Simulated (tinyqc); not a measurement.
What moves the results: free-carrier optics of a doped semiconductor (Drude model). A value that a table varies takes the place of the one given here.

eps(E) = ei [1 - Ep^2/(E^2 + i E Gam)], with Ep^2 = 8 pi c (e^2/(4 pi eps0)) N/(m ei), c = hbar^2/2m0, N in 1/angstrom^3 (1e-24 per 1/cm^3); Gam = hbar/tau, tau = mu m m0/e with m0/e = 5.685630e-12 kg/C and mu in m^2/(V s). Energies in meV.

n + i k = sqrt(eps1 + i eps2) with k >= 0; R = ((n - 1)^2 + k^2)/((n + 1)^2 + k^2) at normal incidence from vacuum; alpha = 2 E k/(hbar c), times 1e8 for 1/cm; loss function Im(-1/eps) = eps2/(eps1^2 + eps2^2).

Constants: hbar^2/2m0 = 3.80998211 eV angstrom^2; e^2/(4 pi eps0) = 14.39964547 eV angstrom; hbar = 6.58211957e-16 eV s; hbar c = 1973.269805 eV angstrom.

Values chosen for the exercise (mass and dielectric values near those of Si; N and mu are free inputs; interband absorption and the rise of the mass with filling are left out; not measured data):
- N = 1.6e+19 1/cm^3 (carrier density)
- m = 0.249 m0 (conductivity mass)
- mu = 120 cm^2/(V s) (mobility)
- ei = 11.72 (high-frequency dielectric constant)
- E = 95.3 meV (photon energy)

## Reflectance across the plasma edge

Spectrum:
```
E (meV)    eps1    eps2      R  alpha (1/cm)
8.7      -44.47  250.23  0.851      1.08e+04
26.1     -28.88   60.27  0.772      1.83e+04
43.5     -14.39   23.26  0.696      2.01e+04
60.9      -5.29   10.82  0.560      1.82e+04
73.9      -1.01    6.67  0.391      1.47e+04
86.9       1.93    4.36  0.224      1.05e+04
95.6       3.39    3.37  0.177      8.08e+03
108.7      5.07    2.37  0.176      5.66e+03
130.4      6.93    1.42  0.208      3.55e+03
173.9      8.93    0.62  0.249      1.83e+03
260.8     10.45    0.19  0.278           774
434.7     11.25    0.04  0.292           272
```

What does this show?

Ep = 86.9 meV and Gam = 38.7 meV. R is 0.851 at the lowest energy and lowest, 0.176, at 108.7 meV of those listed; without damping it would vanish at Ep sqrt(ei/(ei - 1)) = 90.9 meV. At the highest energy R is 0.292, against 0.300 for ei alone. Between the last two rows alpha goes as E^-2.05, where the Drude limit far above Ep and Gam is E^-2.

## Free-carrier absorption and index change in the near infrared

At the wavelengths listed E = hc/lambda (hc = 1239.841984 eV nm). Approximate forms: alpha = ei Ep^2 Gam/(E^2 sqrt(ei) hbar c) and dn = -sqrt(ei) Ep^2/(2 E^2).

Free carriers:
```
lambda (micrometre)  E (meV)  alpha (1/cm)  alpha, approximate       dn  dn, approximate
1.31                   946.4          56.9                56.7  -0.0145          -0.0144
1.55                   799.9          79.7                79.4  -0.0202          -0.0202
2.00                   619.9           133                 132  -0.0337          -0.0337
3.00                   413.3           302                 298  -0.0759          -0.0758
5.00                   248.0           860                 826   -0.212           -0.210
8.00                   155.0      2.37e+03            2.12e+03   -0.548           -0.539
10.60                  117.0      4.66e+03            3.71e+03   -0.966           -0.946
```

What does this show, and why?

At 1.55 micrometre alpha = 79.7 1/cm and dn = -0.0202; a phase shift of pi needs a length lambda/(2 |dn|) = 38.3 micrometre, over which the loss is 1.33 dB. The approximate alpha is within 5 % up to 5 micrometre of the wavelengths listed; it needs photon energies well above both Ep and Gam, which lie at 14.3 and 32.0 micrometre. Interband and intervalley absorption are left out; with a realistic dc mobility the Drude form tends to understate the near-infrared absorption of Si.

## What moves the optical constants

At the energy E. Each row changes one parameter from the base and keeps the others.

Results:
```
case                Ep (meV)  Gam (meV)       R  alpha (1/cm)
base                   86.95      38.74  0.1779      8.16e+03
N = 2.4e+19 1/cm^3    106.49      38.74  0.3541      1.67e+04
m = 0.2988 m0          79.37      32.29  0.1641      5.48e+03
mu = 72 cm^2/(V s)     86.95      64.57  0.2306      9.00e+03
ei = 12.31             84.84      38.74  0.1840      7.69e+03
E = 114.4 meV          86.95      38.74  0.1843      4.94e+03
```

What can be read from the table?

The largest shifts from the base row, up to three for each result and ties (the steps differ in size, so this ranks the rows, not the parameters). Ep (meV): N +19.54, m -7.58, ei -2.11; unchanged at the printed digits by mu and E. Gam (meV): mu +25.83, m -6.46; unchanged at the printed digits by N, ei and E. R: N +0.1762, mu +0.0528, m -0.0137. alpha (1/cm): N +8.59e+03, E -3.22e+03, m -2.68e+03.

tinyqc: `OMP_NUM_THREADS=1 python tinyqc.py 1682295 1682296 out.jsonl`; about 0.01 s, one thread, shared Intel(R) Xeon(R) Processor @ 2.30GHz.
